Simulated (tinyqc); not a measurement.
Thickness, silicon consumed, volume change, sheet resistance: thermodynamics of metal silicides: hull, first phase, silicon consumed, nucleation and stability against SiO2. Computed by tinyqc, a small Python program. Command: `OMP_NUM_THREADS=1 python tinyqc.py 3009008 3009009 out.jsonl silphase walk`. One thread of a shared host (Intel(R) Xeon(R) Processor @ 2.30GHz), about 0.01 s of CPU time with the checks.

Entropies of formation of the solids are neglected, so heats stand for free energies. Si fractions: M2Si 0.3333, MSi 0.5000, MSi2 0.6667.

Inputs (values chosen for the exercise, for a model metal): molar volume of M = 9.09 cm^3/mol; molar volume of Si = 12.06 cm^3/mol; metal thickness t = 26 nm.

Phases: M2Si, MSi, MSi2.

volumes of the three phases per mole of M (cm^3/mol): [13.2, 18.2, 28.5]

resistivities of the three phases (microohm cm): [20, 24, 31]

Method. Per phase M_a Si_b, for ample silicon (not limited to t_Si): silicide thickness = t V/V_M; silicon consumed = t (b/a) V_Si/V_M; net volume change = V/(V_M + (b/a) V_Si) - 1; the top surface lies (silicide thickness - silicon consumed) above the old interface; sheet resistance = resistivity/thickness.

Films:
```
phase  thickness (nm)  Si consumed (nm)  volume change (%)  top above old interface (nm)  sheet resistance (ohm)
M2Si           37.756            17.248            -12.698                        20.508                  5.2972
MSi            52.057            34.495            -13.948                        17.562                  4.6103
MSi2           81.518            68.990            -14.182                        12.528                  3.8028
```

silicon consumed by MSi = 34.495 nm

sheet resistance of MSi = 4.6103 ohm

For a given sheet resistance the silicon consumed goes as resistivity x (b/a)/V: M2Si 0.758, MSi 1.32, MSi2 2.18. It is least for M2Si, which matters on shallow junctions and thin silicon. All three reactions shrink the total volume.

Extremes, crossings and ranges named in words are read from the listed rows.
